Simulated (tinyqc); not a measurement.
Plain band against climbing image: nudged elastic band on a two-dimensional model surface. Computed by tinyqc, a small Python program. Command: `OMP_NUM_THREADS=1 python tinyqc.py 3024867 3024868 out.jsonl neb walk`. One thread of a shared host (Intel(R) Xeon(R) Processor @ 2.30GHz), about 0.06 s of CPU time with the checks.

V(x, y) = -A (cos kx + cos ky) - B cos kx cos ky + (C sin ky + S sin kx)(1 - cos kx), k = 2 pi/a; the atom hops from the minimum at (0, 0) to that at (a, 0).

Inputs (values chosen for the exercise, for a model surface):
```
quantity              value           unit
amplitude A            0.13             eV
amplitude B          0.0055             eV
skew C                0.014             eV
asymmetry S           0.012             eV
period a                3.9       angstrom
spring constant k_s    0.14  eV/angstrom^2
step factor eta         1.3  angstrom^2/eV
```

Surface: adatom on a square lattice. Climbing image: on.

Method:
- Newton steps x(new) = x - H^-1 grad V (moves limited to 0.3 angstrom) from (0, 0), (a, 0) and (a/2, 0) give the two minima and the saddle.
- Tangent at image i: towards the higher neighbour if the energies rise or fall through i; at a maximum or minimum, tau = t+ dmax + t- dmin if V(i+1) > V(i-1), else t+ dmin + t- dmax, with t+ = R(i+1) - R(i), t- = R(i) - R(i-1) and dmax, dmin the larger and smaller of |V(i+1) - V(i)| and |V(i-1) - V(i)|; then normalise. Force F = -grad V + (grad V.tau) tau + k_s (|t+| - |t-|) tau.
- With a climbing image, the highest image feels instead F = -grad V + 2 (grad V.tau) tau and no spring.
- Update R(new) = R + eta F; the end points stay fixed.
- Images are counted without the end points, and convergence is judged on the largest force on an image. Each run starts on the straight line with the same k_s and eta, for at most 1500 iterations; errors are against the Newton saddle; a dash marks a run that did not reach 1e-4 eV/angstrom.

positions (angstrom):
```
              x         y
start   0.00000   0.00000
end     3.90000   0.00000
saddle  1.84115  -0.13620
```

energies (eV): start -0.265500, end -0.265500, saddle 0.004516

barrier from the start = 0.270016 eV

Error of the highest image (meV) and iterations:
```
images  plain, error  plain, iterations  climbing, error  climbing, iterations
2            -53.175                 12                0                    19
3             -2.124                 12                0                    16
4            -14.787                 12                0                    30
5             -2.122                 12                0                    26
6             -5.403                 12                0                    43
8             -2.183                 13                0                    52
10            -0.883                 13                0                    59
```

What follows from these numbers?

The plain band underestimates the barrier by 0.88 to 53.17 meV, depending on how near an image falls to the saddle (worst for 2 images, best for 10). The climbing image is within about 0.001 meV in every converged run, so few images suffice for the barrier.

Extremes, crossings and ranges named in words are read from the listed rows.
